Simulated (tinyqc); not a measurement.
Graded (staircase) quantum well by finite differences, step by step. Values are carried at full precision from step to step, so a last printed digit may differ when a step is redone from the rounded ones.

Finite differences on points z_i at the centres of cells of width h: H_ii = (c/h^2)(1/m_(i-1/2) + 1/m_(i+1/2)) + V_i, H_(i,i+1) = -(c/h^2)/m_(i+1/2), where m_(i+1/2) is the mean of the masses at the two points (the end values are repeated outwards), psi = 0 on the points beyond both ends, c = hbar^2/2m0. The field adds e F (z - z0) with z0 the middle of the structure; 1 kV/cm = 1e-5 eV/angstrom.

Constants: hbar^2/2m0 = 3.80998211 eV angstrom^2.

Inputs chosen for the exercise (near those of a strained Si well in SiGe; shifted at random, so the results belong to these values and not to a real crystal):

| symbol | value | unit | meaning |
|---|---|---|---|
| layers | ((15, 0.186, 0.959), (5, 0.083, 0.9401), (5, 0.021, 0.9288), (5, 0, 0.925), (5, 0.021, 0.9288), (5, 0.083, 0.9401), (15, 0.186, 0.959)) |  | each layer: thickness in angstrom, band edge in eV, mass in m0 |
| F | 0 | kV/cm | field along z |
| h | 5 | angstrom | cell width of the coarse grid |
| hf | 0.3125 | angstrom | cell width of the fine grid |

## The coarse grid

List the points, the potential with the field, and the masses.

Grid:

| i | z (angstrom) | V (eV) | m (m0) |
|---|---|---|---|
| 1 | 2.5 | 0.1860 | 0.9590 |
| 2 | 7.5 | 0.1860 | 0.9590 |
| 3 | 12.5 | 0.1860 | 0.9590 |
| 4 | 17.5 | 0.0830 | 0.9401 |
| 5 | 22.5 | 0.0210 | 0.9288 |
| 6 | 27.5 | 0.0000 | 0.9250 |
| 7 | 32.5 | 0.0210 | 0.9288 |
| 8 | 37.5 | 0.0830 | 0.9401 |
| 9 | 42.5 | 0.1860 | 0.9590 |
| 10 | 47.5 | 0.1860 | 0.9590 |
| 11 | 52.5 | 0.1860 | 0.9590 |

## The tridiagonal Hamiltonian

Form the diagonal and the neighbouring elements; V in the grid already includes the field.

diagonal H_ii (eV): 0.5038  0.5038  0.5054  0.4066  0.3485  0.3288  0.3485  0.4066  0.5054  0.5038  0.5038

H_(i,i+1) (eV): -0.1589  -0.1589  -0.1605  -0.1631  -0.1644  -0.1644  -0.1631  -0.1605  -0.1589  -0.1589

## Lowest levels on the coarse grid

Diagonalise the symmetric tridiagonal matrix; give the three lowest levels and the weights u_i^2 (sum 1) of the two lowest.

levels (eV): 0.0563  0.1614  0.2394

weights on the points:
```
             1      2      3      4      5      6      7      8      9     10     11
level 1  0.000  0.002  0.014  0.078  0.235  0.342  0.235  0.078  0.014  0.002  0.000
level 2  0.007  0.031  0.088  0.213  0.162  0.000  0.162  0.213  0.088  0.031  0.007
```

## Halving the cell width

The same with h, h/2, ..., h/32. The end points move with h, since psi vanishes half a cell beyond the structure. Richardson value (4 E(h/32) - E(h/16))/3.

Convergence:

| cell (angstrom) | points | E1 (eV) | E2 (eV) | E1 - finest (meV) |
|---|---|---|---|---|
| 5.0000 | 11 | 0.05627 | 0.16140 | -2.882 |
| 2.5000 | 22 | 0.05839 | 0.16611 | -0.765 |
| 1.2500 | 44 | 0.05895 | 0.16755 | -0.200 |
| 0.6250 | 88 | 0.05910 | 0.16805 | -0.052 |
| 0.3125 | 176 | 0.05914 | 0.16824 | -0.011 |
| 0.1562 | 352 | 0.05915 | 0.16832 | 0.000 |

Richardson values of E1, E2 (eV): 0.05916  0.16834

The coarse grid is 2.9 meV too low in E1. The last differences between rows shrink by a factor 3.5 (4 for a pure h^2 error, 2 for one linear in h).

## Positions and dipoles on the fine grid

With h sum psi^2 = 1: <z - z0> of three levels, |z_12| and |z_13|, the mass m1 from 1/m1 = <1|1/m|1>, and f_1j = (m1/c)(E_j - E_1) z_1j^2.

levels (eV): 0.0591  0.1682  0.2569

<z - z0> (angstrom): 0.0  0.0  0.0

|z_12|, |z_13| (angstrom): 6.11  0.00

m1 = 0.9307 m0

f_12, f_13: 0.994  0.000

The structure is symmetric and there is no field, so z_13 vanishes by parity. E2 - E1 = 109.1 meV, a wavelength of 11.4 micrometre (hc = 1239.841984 eV nm). Level 3 lies above the lowest point of the outer barriers, so it is a resonance or a state of the finite grid, and values that rest on it depend on the ends of the grid.

## Checks

- E1 at zero field on the grid h/32 against transfer matrices between the same hard ends, eV: both 0.0592.

(tinyqc, `OMP_NUM_THREADS=1 python tinyqc.py 1251810 1251811 out.jsonl`, Intel(R) Xeon(R) Processor @ 2.30GHz, 1 thread, shared host, about 0.02 s.)
